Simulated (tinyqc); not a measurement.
Time-domain thermoreflectance: layered heat flow under a modulated pulse train, and what the signal ratio measures: one step, computed by the program tinyqc.

Pulses repeat at 80 MHz; heat is laid down at the surface, all layers are isotropic.

Problem. Length and time scales. Penetration depth sqrt(kappa/(pi f C)); effusivity sqrt(kappa C); cooling time of the metal d C_m/G; Kapitza length kappa/G.

Inputs (values chosen for the exercise, modelled on aluminium on germanium):

| quantity | value | unit |
|---|---|---|
| metal thickness d | 79 | nm |
| metal heat capacity | 2.42 | MJ/(m^3 K) |
| boundary conductance G under the metal | 260 | MW/(m^2 K) |
| substrate conductivity kappa | 56.9 | W/(m K) |
| substrate heat capacity C | 1.68 | MJ/(m^3 K) |
| modulation frequency f | 2 | MHz |
| spot radius w (1/e^2, pump and probe) | 11 | micrometre |

Stack: metal, substrate.

Give: penetration depth; effusivity; cooling time of the metal; Kapitza length; depth over spot radius.

Solution.

penetration depth = 2.3217 micrometre

effusivity = 9777.1 W s^(1/2)/(m^2 K)

cooling time of the metal = 735.31 ps

Kapitza length = 218.85 nm

depth over spot radius = 0.21107
